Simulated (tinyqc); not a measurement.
Inside a calculation. Model: chemical vapour deposition: Grove model, boundary layer, depletion and step coverage. Computed by tinyqc, a small Python program that keeps every step. Command: `OMP_NUM_THREADS=1 python tinyqc.py 3000675 3000676 out.jsonl cvd walk`. One thread of a shared host (Intel(R) Xeon(R) Processor @ 2.30GHz), about 0.01 s of CPU time with the checks. Intermediate numbers are printed to about 5 digits and carried at full precision; extremes and crossings named in words are read from the listed rows.

A precursor diffuses to the surface and reacts there at first order; each molecule that reacts adds one formula unit of film.

Inputs (values chosen for the exercise, close to those used for tungsten from its fluoride): prefactor k0 of k_s = 100000 cm/s; activation energy E = 0.771 eV; temperature T = 510 C; total pressure p = 760 torr; mole fraction of the precursor Y = 0.0098; gas diffusivity D0 at 273.15 K and 760 torr = 0.33 cm^2/s; film density N = 6.3e+22 formula units/cm^3; precursor mass M = 298 u; trench width w = 0.21 um; aspect ratio of the trench = 58; gas velocity U = 45 cm/s; kinematic viscosity nu0 at 273.15 K and 760 torr = 0.8 cm^2/s; susceptor length L = 14 cm; channel height b = 3.4 cm.

Reactor: horizontal, atmospheric.

Constants: k_B = 1.380649e-23 J/K; u = 1.6605390666e-27 kg; k_B = 8.617333262e-05 eV/K.

## Gas-phase and surface constants

k_s = k0 exp(-E/(k_B T)); C_g = Y p/(k_B T), 1 torr = 133.322 Pa; D = D0 (T/273.15)^1.75 (760/p). Temperatures in kelvin are T(C) + 273.15. Mean speed c = sqrt(8 k_B T/(pi M)); reactive sticking probability beta = 4 k_s/c.

surface rate constant k_s = 1.0925 cm/s

precursor density C_g = 9.1836e+16 1/cm^3

gas diffusivity D = 2.0847 cm^2/s

mean speed c = 23589 cm/s

sticking probability beta = 1.8525e-04

## Boundary layer

nu = nu0 (T/273.15)^1.75 (760/p); Re = U L/nu; mean boundary layer delta = (2/3) L/sqrt(Re), at most b/2; h_g = D/delta.

Reynolds number Re = 124.66

boundary layer delta = 0.83594 cm

mass-transfer coefficient h_g = 2.4938 cm/s

## Growth rate at the inlet

Fluxes in series: C_s = C_g/(1 + k_s/h_g); growth rate G = k_s h_g/(k_s + h_g) C_g/N; 1 cm/s = 6e8 nm/min.

ratio k_s/h_g = 0.43807

C_s/C_g = 0.69538

growth rate G at the inlet = 664.44 nm/min

Reaction and transport resist to a similar degree.

## Depletion along the susceptor

Plug flow: U b dC/dx = -k_eff C with k_eff = k_s h_g/(k_s + h_g), so C falls as exp(-k_eff x/(U b)); the used share of the precursor is 1 - C(L)/C(0).

k_eff = 0.75968 cm/s

depletion length = 201.40 cm

rate at the outlet over rate at the inlet = 0.93285

rate at the outlet = 619.82 nm/min

6.7 % of the precursor is used.

## Reaction control against transport control

The formulas are those given above.

Rates:
```
T (C)  k_s (cm/s)  h_g (cm/s)  G (nm/min)  reaction limit (nm/min)  transport limit (nm/min)
310    2.1715e-02      1.9267        25.2               2.5506e+01                    2263.1
360    7.2938e-02      2.0705        76.2               7.8908e+01                    2239.9
410    2.0518e-01      2.2129       188.3               2.0572e+02                    2218.7
460    5.0123e-01      2.3539       386.1               4.6829e+02                    2199.2
510    1.0925e+00      2.4938       664.4               9.5551e+02                    2181.2
560    2.1686e+00      2.6326       977.6               1.7829e+03                    2164.4
610    3.9831e+00      2.7703      1267.2               3.0892e+03                    2148.7
660    6.8543e+00      2.9071      1498.4               5.0313e+03                    2133.9
710    1.1162e+01      3.0429      1665.9               7.7765e+03                    2120.0
```

The apparent activation energy of G is 0.70 eV between the first rows and 0.17 eV between the last, against E = 0.771 eV. k_s passes h_g between 560 and 610 C, where control shifts from the surface to the gas. In the reaction limit the slope is E - k_B T, because C_g falls as 1/T; any further lowering comes from transport.

## Step coverage in a trench

In a long trench of width w and depth l = aspect ratio x w: Knudsen diffusivity D_K = (2w) c/3 (hydraulic diameter 2w), combined as 1/D_e = 1/D_K + 1/D; D_e d2C/dz2 = 2 k_s C/w with D_e dC/dz = -k_s C at the floor. With m = sqrt(2 k_s/(w D_e)): C(floor)/C(top) = 1/[cosh(m l) + (k_s/(D_e m)) sinh(m l)].

Knudsen diffusivity D_K = 0.33024 cm^2/s

effective diffusivity D_e = 0.28508 cm^2/s

modulus m l = 0.73583

step coverage = 0.77624

Gas collisions matter in the trench as well as wall collisions. Caution: the hydraulic-diameter form of D_K is rough for a slit.

Checks made by the program: step coverage against a numerical boundary-value solution (relative difference below 1e-10).
